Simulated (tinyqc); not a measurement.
Comparisons within one model: polar nitride quantum well with polarisation fields. A value that a table varies takes the place of the one given here.

Growth along [0001]. e_par = (a_sub - a)/a, Ppz = 2 e_par (e31 - e33 C13/C33), P = Psp + Ppz in each layer; strain relaxation and the strain shift of the gaps are left out, although thick layers with more than about 1 % mismatch would relax.

In a periodic stack without free charge the potential drop over a period vanishes: F_w = (P_b - P_w) Lb/(eps0 (eps_w Lb + eps_b Lw)), F_b = -F_w Lw/Lb, eps0 = 8.8541878e-12 F/m; 1 MV/cm = 1e8 V/m = 0.01 V/angstrom.

Envelope functions on cells of 0.25 angstrom over barrier, well, barrier (widths Lb, Lw, Lb), psi = 0 beyond, psi'/m continuous (mean mass between points), c = hbar^2/2m0. With u(z) the integral of e F (F_w in the well, F_b = -F_w Lw/Lb in the barriers, 1 MV/cm = 0.01 V/angstrom), zero at the centre of the well, the electron sees u plus Vc in the barriers and the hole -u plus Vv. The transition is Eg + E_e + E_h; excitons are left out.

Constants: hbar^2/2m0 = 3.80998211 eV angstrom^2; hc = 1239.841984 eV nm.

Inputs chosen for the exercise (near those of a GaN well in AlN; the results hold for these values, not for the real material):

| symbol | value | unit | meaning |
|---|---|---|---|
| a_w | 3.189 | angstrom | lattice constant a, well |
| a_b | 3.112 | angstrom | lattice constant a, barrier |
| a_sub | 3.189 | angstrom | in-plane lattice constant of the stack |
| Psp_w | -0.0346 | C/m^2 | spontaneous polarisation |
| Psp_b | -0.0919 | C/m^2 | spontaneous polarisation |
| e31_w | -0.329 | C/m^2 |  |
| e31_b | -0.524 | C/m^2 |  |
| e33_w | 0.662 | C/m^2 |  |
| e33_b | 1.499 | C/m^2 |  |
| C_w | 0.272 |  | C13/C33 |
| C_b | 0.296 |  | C13/C33 |
| eps_w | 10.2 |  | dielectric constant |
| eps_b | 10.2 |  | dielectric constant |
| Lb | 40 | angstrom | barrier width |
| Eg | 3.44 | eV | gap of the well |
| Vc | 1.85 | eV | conduction offset |
| Vv | 0.87 | eV | valence offset |
| me | 0.2 | m0 | electron, well |
| meb | 0.32 | m0 | electron, barrier |
| mh | 1.55 | m0 | hole, everywhere |
| Ls | (12, 18, 24, 30, 36, 45) | angstrom | well widths |
| Lw | 13 | angstrom | well width |

## Width of the well

Field, levels and overlap anew for each width.

Results:

| Lw (angstrom) | F_w (MV/cm) | E (eV) | E without field (eV) | overlap^2 | ln overlap^2 |
|---|---|---|---|---|---|
| 12 | -8.959 | 3.7708 | 4.0069 | 0.483 | -0.73 |
| 18 | -8.032 | 3.2881 | 3.7689 | 0.150 | -1.90 |
| 24 | -7.279 | 2.9166 | 3.6547 | 0.0292 | -3.53 |
| 30 | -6.655 | 2.6086 | 3.5912 | 0.00403 | -5.51 |
| 36 | -6.130 | 2.3469 | 3.5523 | 0.000434 | -7.74 |
| 45 | -5.481 | 2.0201 | 3.5170 | 1.10e-05 | -11.41 |

The red shift grows from 236 to 1497 meV. The line drops below Eg between 12 and 18 angstrom, which a square well can never do. Over the last two rows dE/dLw = -36.3 meV per angstrom, against -|e F_w| = -54.8 in the last row; the field itself weakens by 39 % over the table, since a wider well shares the drop with the barrier. The overlap falls by a factor 4.37e+04.

## Screening the field

F_w = -8.7902 MV/cm

Carriers or a semipolar orientation reduce the field; here it is simply scaled in well and barrier.

Results:

| share of the field | F_w (MV/cm) | E (eV) | nm | overlap^2 | separation (angstrom) |
|---|---|---|---|---|---|
| 1.0 | -8.790 | 3.6779 | 337.1 | 0.41 | 5.7 |
| 0.8 | -7.032 | 3.7662 | 329.2 | 0.52 | 4.9 |
| 0.6 | -5.274 | 3.8412 | 322.8 | 0.65 | 4.0 |
| 0.4 | -3.516 | 3.9001 | 317.9 | 0.79 | 2.9 |
| 0.2 | -1.758 | 3.9385 | 314.8 | 0.91 | 1.6 |
| 0.0 | 0.000 | 3.9521 | 313.7 | 0.96 | 0.0 |

Full screening shifts the line by -23.4 nm (+274 meV). The first fifth of the screening gives 88 meV and the last fifth 14 meV; a purely quadratic shift would give a ratio of 9, a linear one 1, and here it is 6.5.

## What each parameter does

Polarisation, field, levels and overlap anew. Each row changes one parameter from the base and keeps the others.

Results:

| case | F_w (MV/cm) | E (eV) | overlap^2 | red shift (meV) |
|---|---|---|---|---|
| base | -8.790 | 3.6779 | 0.41 | 274 |
| Lw = 18 angstrom | -8.032 | 3.2881 | 0.15 | 481 |
| Lb = 25 angstrom | -7.663 | 3.7391 | 0.48 | 213 |
| a_sub = 3.199 angstrom | -9.043 | 3.6643 | 0.40 | 288 |
| Psp_b = -0.1011 C/m^2 | -9.559 | 3.6358 | 0.37 | 316 |
| e33_w = 0.728 C/m^2 | -8.790 | 3.6779 | 0.41 | 274 |
| eps_w = 11.2 | -8.185 | 3.7097 | 0.45 | 242 |
| mh = 1.08 m0 | -8.790 | 3.7255 | 0.47 | 255 |
| Vc = 1.573 eV | -8.790 | 3.6432 | 0.39 | 283 |

The largest shifts from the base row, up to three for each result and ties (the steps differ in size, so this ranks the rows, not the parameters). F_w (MV/cm): Lb +1.128, Psp_b -0.769, Lw +0.758; unchanged at the printed digits by e33_w, mh and Vc. E (eV): Lw -0.3898, Lb +0.0612, mh +0.0475; unchanged at the printed digits by e33_w. overlap^2: Lw -0.263, Lb +0.0723, mh +0.0591; unchanged at the printed digits by e33_w. red shift (meV): Lw +207, Lb -61, Psp_b +42; unchanged at the printed digits by e33_w.

(tinyqc, `OMP_NUM_THREADS=1 python tinyqc.py 1251898 1251899 out.jsonl`, Intel(R) Xeon(R) Processor @ 2.30GHz, 1 thread, shared host, about 0.03 s.)
